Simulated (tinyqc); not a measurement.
## MOS capacitor on a p-type substrate, surface potential from the exact charge relation: effect of the temperature on threshold and swing

Uniform p-type substrate, Boltzmann statistics, full ionisation, classical densities. psi is the surface potential against the body (positive when the bands bend down) and u = psi/Vt. Traps are spread evenly over the gap and neutral at flat band, so their charge is -q Dit psi; the minority quasi-Fermi level is shifted by Vb.

Nc and Nv are given at 293 K and scale as (T/293 K)^1.5; Eg is held fixed. ni = sqrt(Nc Nv) exp(-Eg/(2 Vt)), Eg in volts; phiF = Vt ln(N/ni); Cox = eps0 eox/tox; Vfb = phiM - chi - (Eg - Vt ln(Nv/N)) - q Nf/Cox; VT = Vfb + [(2 phiF + Vb)(1 + q Dit/Cox) + sqrt(2 eps0 eps_r q N (2 phiF + Vb))/Cox]. gamma = sqrt(2 eps0 eps_r q N)/Cox; Wm = sqrt(2 eps0 eps_r (2 phiF + Vb)/(q N)); m = 1 + (eps0 eps_r/Wm + q Dit)/Cox; swing m Vt ln 10; Cmin/Cox = 1/(1 + Cox Wm/(eps0 eps_r)).

Values chosen for this exercise; band and dielectric values close to those of In0.53Ga0.47As: band gap Eg = 0.732 eV; relative permittivity eps_r = 14.1; conduction-band density of states at the reference temperature Nc = 2e17 cm^-3; valence-band density of states at the reference temperature Nv = 7.36e18 cm^-3; electron affinity chi = 4.54 eV; acceptor density of the substrate N = 3.4e17 cm^-3; relative permittivity of the gate insulator (close to silicon dioxide) eox = 3.9; insulator thickness tox = 9.7 nm; gate work function phiM = 5.14 eV; fixed charge at the interface, in units of q Nf = 4.9e10 cm^-2; density of interface traps Dit = 0 cm^-2 eV^-1; reverse bias of the inversion layer against the body Vb = 0 V.

Constants: q = 1.602176634e-19 C, kB = 1.380649e-23 J/K, Vt = kB T/q, eps0 = 8.8541878128e-14 F/cm where lengths are in cm. Results are converted to the units shown.

The same in every row: gamma (V^0.5) = 1.036.

Result of one run:
```
T (K)  Vfb (V)  2 phiF (V)  VT (V)  Wm (nm)      m  swing (mV/decade)  Cmin/Cox
200    -0.1109      0.7079   1.469    56.96  1.616              64.12    0.3811
```

What becomes of these results when the temperature T is changed from 200 to 360 K, all else the same?

Result of the changed run:
```
T (K)   Vfb (V)  2 phiF (V)  VT (V)  Wm (nm)      m  swing (mV/decade)  Cmin/Cox
360    -0.04908      0.6339   1.410    53.90  1.651              117.9    0.3942
```

The whole series:
```
T (K)   Vfb (V)  2 phiF (V)  VT (V)  Wm (nm)      m  swing (mV/decade)  Cmin/Cox
200     -0.1109      0.7079   1.469    56.96  1.616              64.12    0.3811
240    -0.09665      0.6918   1.457    56.31  1.623              77.28    0.3838
280    -0.08150      0.6739   1.443    55.58  1.631              90.61    0.3869
320    -0.06562      0.6545   1.427    54.77  1.640              104.1    0.3903
360    -0.04908      0.6339   1.410    53.90  1.651              117.9    0.3942
400    -0.03197      0.6121   1.391    52.97  1.662              131.9    0.3983
440    -0.01434      0.5893   1.370    51.97  1.675              146.2    0.4029
```

As T goes from 200 to 440, VT falls from 1.47 to 1.37 V, the swing rises from 64.1 to 146 mV/decade and Cmin/Cox rises from 0.381 to 0.403. Of the change of VT by -0.0984 V, 0.0966 V comes from Vfb and -0.195 V from the band bending and the charge it takes. VT changes by -0.410 mV/K on average.

Computed by the program tinyqc: `OMP_NUM_THREADS=1 python tinyqc.py 2060022 2060023 out.jsonl`, one thread of a shared Intel Xeon 2.30GHz, about 0.01 s for the whole run.
